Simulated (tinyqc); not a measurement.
Raising the field: Wannier-Stark ladder of a miniband.

One state in each well j = -(Nw - 1)/2 ... (Nw - 1)/2: H_jj = j e F d, H_(j,j+1) = -W/4; 1 kV/cm = 0.01 meV/angstrom. In an infinite chain the levels are j e F d and the state of well 0 has amplitude J_j(x) in size on well j, x = W/(2 e F d).

Parameters, chosen for this exercise (near those of an InGaAs/InAlAs superlattice; shifted at random, so the results belong to these values and not to a real crystal):
- W = 21 meV (miniband width)
- d = 83 angstrom (period)
- Nw = 9 (wells)
- Fs = (3.2, 4.4, 6, 8.5, 13, 22, 48) kV/cm (fields)

Infinite-chain weights beside the middle spacing of the finite stack.

Results:
```
F (kV/cm)  e F d (meV)      x  J_0^2  J_1^2  J_2^2  middle spacing/(e F d)
3.2               2.66  3.953  0.160  0.002  0.141                  1.1820
4.4               3.65  2.875  0.046  0.148  0.232                  1.0384
6.0               4.98  2.108  0.026  0.322  0.142                  1.0056
8.5               7.05  1.488  0.269  0.309  0.053                  1.0005
13               10.79  0.973  0.604  0.186  0.012                  1.0000
22               18.26  0.575  0.845  0.076  0.002                  1.0000
48               39.84  0.264  0.966  0.017  0.000                  1.0000
```

J_0 vanishes at x = 2.405, F = 5.3 kV/cm, where the line at j = 0 disappears; J_0^2 overtakes J_1^2 for good at x = 1.435, F = 8.8 kV/cm, and reaches 0.97 in the last row. The 9 wells reproduce the middle spacing of the even ladder to 1 % from 6 kV/cm on, where the swing W/(e F d) = 2x is 4.2 periods. The lines are seen apart only where e F d exceeds their width, usually a few meV.

(tinyqc, `OMP_NUM_THREADS=1 python tinyqc.py 1250189 1250190 out.jsonl`, Intel(R) Xeon(R) Processor @ 2.30GHz, 1 thread, shared host, about 0.01 s.)
